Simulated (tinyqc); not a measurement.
# Koster-Slater impurity in a tight-binding band, by Green functions and by supercells, step by step

A worked calculation. Computed by tinyqc, a small Python program that keeps every step. Command: `OMP_NUM_THREADS=1 python tinyqc.py 3029829 3029830 out.jsonl kosterslater walk`. One thread of a shared host (Intel(R) Xeon(R) Processor @ 2.30GHz), about 0.02 s of CPU time with the checks. Intermediate numbers are printed to about 7 digits and carried at full precision; extremes and crossings named in words are read from the listed rows.

One orbital per site, e(k) = -2 t sum cos(k_i) over 1 direction(s), band from -2 t to 2 t, lattice constant 1. One site has the extra energy U. Spin is left out.

Inputs (values chosen for the exercise, for a model band):
```
quantity                  value      unit
hopping t                   1.5        eV
impurity potential U      -2.67        eV
supercell edge N              5     sites
energy inside the band E   2.05        eV
broadening eta             0.22        eV
impurity concentration c   0.01  per site
```

Lattice: chain.

Constants: hbar = 6.582119569e-16 eV s.

## The host Green function outside the band

Outside the band G0(E) = sign(E)/sqrt(E^2 - 4 t^2). A bound state solves 1/U = G0(E). Energies: 0.05, 0.2, 0.5, 1, 2, 4 and 8 t beyond the band edge on the side of U, rounded to four digits.

Scan on the side of U:
```
E (eV)   G0 (1/eV)  1/U - G0 (1/eV)
-3.075   -1.481481         1.106950
-3.300   -0.727393         0.352861
-3.750   -0.444444         0.069913
-4.500   -0.298142        -0.076389
-6.000   -0.192450        -0.182082
-9.000   -0.117851        -0.256681
-15.000  -0.068041        -0.306490
```

G0 diverges at the band edge, so any U binds a state.

## The bound state

Bisection in ln(distance from the edge) between 1e-5 t and |U| + t. Weight on the impurity site: -1/(U^2 dG0/dE), by a central difference with step min(1e-4 t, distance/30). Decay length along an axis: 1/arccosh(1 + distance/(2 t)).

level E_b = -4.016080 eV

distance from the band edge = 1.016080 eV

weight on the impurity site = 0.6648274

decay length = 1.247792 sites

The state is compact: most of it sits on the impurity.

## Green function inside the band

Inside the band G0(z), z = E + i eta, comes from the chain form 1/(sqrt(y - 2t) sqrt(y + 2t)) (principal roots) at y = z.

G0(E + i eta) = 0.0413868-0.4485115i 1/eV

## Scattering

T = U/(1 - U G0); phase shift delta = -arg(1 - U G0) in (-pi, pi]; host density of states -Im G0/pi; on the impurity -Im[G0/(1 - U G0)]/pi; lifetime of a band state hbar/(-2 c Im T).

T matrix = -1.111633-1.198745i eV

phase shift delta = 0.8230848 rad

host density of states = 0.1427656 1/eV

density of states on the impurity = 0.05352472 1/eV

scattering lifetime = 27.45421 fs

The Born approximation would take Im T = U^2 Im G0 = -3.20 eV, 2.67 times the full value.

## The supercell Hamiltonian at Gamma

H_ij = -t for each bond from i to j, images included (two bonds add when N = 2); H_11 = U; sites are numbered with the last coordinate running fastest. Diagonalise.

H (eV), lower triangle (symmetric):
```
       1      2      3      4     5
1  -2.67
2  -1.50   0.00
3   0.00  -1.50   0.00
4   0.00   0.00  -1.50   0.00
5  -1.50   0.00   0.00  -1.50  0.00
```

levels (eV): -4.075451  -1.817179  -0.927051  1.722630  2.427051

## The level in the supercell

In a periodic cell of N sites along each direction with Bloch vector K, the level solves 1/U = N^-d sum_k 1/(E - e(k)), k_i = (2 pi m_i + K_i)/N, m_i = 0..N-1; the outermost root on the side of U is taken (bisection). d is the number of directions. Gamma means K_i = 0, the zone corner K_i = pi, the quarter point K_i = pi/2. The error is measured against the isolated level E_b.

level at Gamma = -4.075451 eV

level at the corner = -3.944385 eV

level at the quarter point = -4.014901 eV

error at Gamma = -0.05937126 eV

width between Gamma and the corner = 0.1310665 eV

Images turn the level into a band 0.131 eV wide; the quarter point misses the isolated level by 0.0012 eV, far less than Gamma, because the leading hopping between images averages out there.

## Convergence with cell size

Even N; errors against the isolated level E_b, set to 0 below 1e-6 t.

Error of the level (eV):
```
N   sites          Gamma        corner  quarter point
4       4  -1.263682e-01  1.746435e-01   5.921542e-03
6       6  -2.757081e-02  3.063388e-02   2.366263e-04
8       8  -5.747432e-03  5.921542e-03   9.582280e-06
12     12  -2.361730e-04  2.366263e-04              0
16     16  -9.581225e-06  9.582280e-06              0
24     24              0             0              0
```

The error at Gamma falls exponentially, between the last two resolved rows by exp(-0.801) per site against 1/(decay length) = 0.801. Gamma and the corner err in opposite directions. Among the sizes listed an error below 1 meV is first reached at N = 12 at Gamma; at the quarter point N = 6 is enough.

## Phase shift across the band

delta/pi = -arg(1 - U G0)/pi counts the states added below E (Friedel); host DOS = -Im G0/pi, DOS on the impurity = -Im[G0/(1 - U G0)]/pi; 13 evenly spaced energies from -(band edge + |U| + 2t) to +(band edge + |U| + 2t).

Across the spectrum:
```
E (eV)  Re G0 (1/eV)  host DOS (1/eV)  DOS on the impurity (1/eV)   delta/pi
-8.670    -0.1228261        0.0011269                   0.0024945  0.0044768
-7.225    -0.1519208        0.0017788                   0.0050321  0.0079891
-5.780    -0.2017886        0.0033438                   0.0156608  0.0193333
-4.335    -0.3158789        0.0097488                   0.3123467  0.1531788
-2.890    -0.4233690        0.2274365                   0.0622004  0.5217228
-1.445    -0.0172221        0.1202766                   0.0623841  0.2588954
0.000      0.0000000        0.1058191                   0.0591875  0.2310710
1.445      0.0172221        0.1202766                   0.0569510  0.2442541
2.890      0.4233690        0.2274365                   0.0278105  0.2324675
4.335      0.3158789        0.0097488                   0.0028633  0.0141110
5.780      0.2017886        0.0033438                   0.0014117  0.0058014
7.225      0.1519208        0.0017788                   0.0009002  0.0033788
8.670      0.1228261        0.0011269                   0.0006390  0.0022657
```

delta/pi starts and ends near zero (+0.004 and +0.002): the impurity moves states but creates none. delta/pi rises at the bound state below the band (-4.016 eV), reaches 0.52 among these rows (1 in the limit of small eta, just above the level) and is paid back by the top of the band (on a chain half a state is lost at each edge, and in between delta = atan(|U|/sqrt(4 t^2 - E^2))).

Checks made by the program: closed form sqrt(U^2 + 4 t^2) (relative difference below 1e-10); diagonalisation against the k sum (relative difference below 1e-10).
